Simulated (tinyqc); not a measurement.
What each parameter does: three-band tight binding of a dichalcogenide monolayer.

Basis dz2, dxy, dx2-y2 on a triangular lattice, nearest neighbours; alpha = kx a/2, beta = sqrt3 ky a/2. h0 = e1 + 2 t0 (cos 2alpha + 2 cos alpha cos beta); h1 = -2 sqrt3 t2 sin alpha sin beta + 2i t1 (sin 2alpha + sin alpha cos beta); h2 = 2 t2 (cos 2alpha - cos alpha cos beta) + 2i sqrt3 t1 cos alpha sin beta; h11 = e2 + 2 t11 cos 2alpha + (t11 + 3 t22) cos alpha cos beta; h22 = e2 + 2 t22 cos 2alpha + (3 t11 + t22) cos alpha cos beta; h12 = sqrt3 (t22 - t11) sin alpha sin beta + 4i t12 sin alpha (cos alpha - cos beta) + i lam sz. H = [[h0, h1, h2], [., h11, h12], [., ., h22]], Hermitian; the lowest band of each spin is filled. K = (4 pi/3a, 0), M = (pi/a, pi/(sqrt3 a)).

Constants: hbar^2/2m0 = 3.80998211 eV angstrom^2.

Values chosen for the exercise (near a published set for monolayer MoS2; not measured data): a = 3.199 angstrom (lattice constant); e1 = 1.056 eV (level of dz2); e2 = 2.094 eV (level of dxy and dx2-y2); t0 = -0.187 eV (hopping); t1 = 0.399 eV (hopping); t2 = 0.496 eV (hopping); t11 = 0.222 eV (hopping); t12 = 0.335 eV (hopping); t22 = 0.057 eV (hopping); lam = 0.074 eV (spin-orbit constant).

Spin up: gap at K, Ev(K) - Ev(Gamma), and masses at K by central differences along kx with step 0.002 1/angstrom, c = hbar^2/2m0.

Results for these values:
```
case  gap at K (eV)  K - Gamma (eV)  m_c (m0)  m_v (m0)
base         1.6082          0.0748     0.449     0.641
```

What happens to each result for lam = 0.104 eV, all else kept?

Answer: gap at K falls from 1.6082 to 1.5782; K - Gamma rises from 0.0748 to 0.1048; m_c falls from 0.449 to 0.439; m_v falls from 0.641 to 0.618.

The same for each parameter in turn:
```
case            gap at K (eV)  K - Gamma (eV)  m_c (m0)  m_v (m0)
base                   1.6082          0.0748     0.449     0.641
t1 = 0.429 eV          1.6082          0.0748     0.414     0.587
t11 = 0.192 eV         1.5632          0.1198     0.431     0.601
lam = 0.104 eV         1.5782          0.1048     0.439     0.618
t22 = 0.027 eV         1.5632          0.1198     0.431     0.591
e2 = 2.124 eV          1.5782          0.1048     0.437     0.618
t0 = -0.157 eV         1.5182         -0.1052     0.403     0.576
```

t1 couples dz2 to the other orbitals and vanishes at K and Gamma, so only the masses feel it.

Computed by tinyqc, a small Python program: `OMP_NUM_THREADS=1 python tinyqc.py 1480819 1480820 out.jsonl` (the numbers bound the seed that draws the inputs); one thread of a shared host (Intel(R) Xeon(R) Processor @ 2.30GHz), about 0.01 s for the whole set of steps.
